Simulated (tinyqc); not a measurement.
Closable height against the size of the gap: wafer bonding and layer transfer: bond energy, gap closing, particles, bonding of dissimilar wafers and hydrogen blisters. Computed by tinyqc, a small Python program. Command: `OMP_NUM_THREADS=1 python tinyqc.py 3030171 3030172 out.jsonl bond walk`. One thread of a shared host (Intel(R) Xeon(R) Processor @ 2.30GHz), about 0.01 s of CPU time with the checks.

gamma is the energy per area of each of the two surfaces; plates are isotropic, and both wafers have E1 and t1.

Inputs (values chosen for the exercise, for model wafers):

| quantity | value | unit |
|---|---|---|
| Young's modulus E1 | 139 | GPa |
| Poisson ratio nu | 0.26 | - |
| thickness t1 | 525 | micrometre |
| blade thickness t_b | 230 | micrometre |
| crack length L | 29.7 | mm |

Pair: two equal wafers.

Method. Two cantilevers opened by t_b: gamma = 3 t_b^2 E1 t1^3 E2 t2^3/(16 L^4 (E1 t1^3 + E2 t2^3)). E' = E1/(1 - nu^2), equal wafers of thickness t1 assumed. A gap of radius R closes if h_g < h_c: h_c = R^2/sqrt((2/3) E' t1^3/gamma) for R > 2 t1 (plate bending), h_c = 3.6 sqrt(R gamma/E') for R < 2 t1 (local deformation).

bond energy gamma = 0.128202 J/m^2

Gap closing:

| R (mm) | regime | h_c (nm) | slope h_c/R |
|---|---|---|---|
| 1.00e-04 | local | 1.0557e+00 | 0.010557 |
| 1.00e-03 | local | 3.3384e+00 | 0.003338 |
| 1.00e-02 | local | 1.0557e+01 | 0.001056 |
| 1.00e-01 | local | 3.3384e+01 | 0.000334 |
| 5.00e-01 | local | 7.4650e+01 | 0.000149 |
| 2.00e+00 | plate | 3.7767e+02 | 0.000189 |
| 5.00e+00 | plate | 2.3604e+03 | 0.000472 |
| 2.00e+01 | plate | 3.7767e+04 | 0.001888 |
| 5.00e+01 | plate | 2.3604e+05 | 0.004721 |

Roughness of 100 nm scale may be 1.1 nm in half height, waviness of radius 5 cm as much as 240 micrometre: h_c goes as R^(1/2) when the wafer deforms locally and as R^2 when it bends. The allowed slope is least near R = 2 t1, so defects about 4 t1 wide are the hardest to close; bow matters little.

Extremes, crossings and ranges named in words are read from the listed rows.
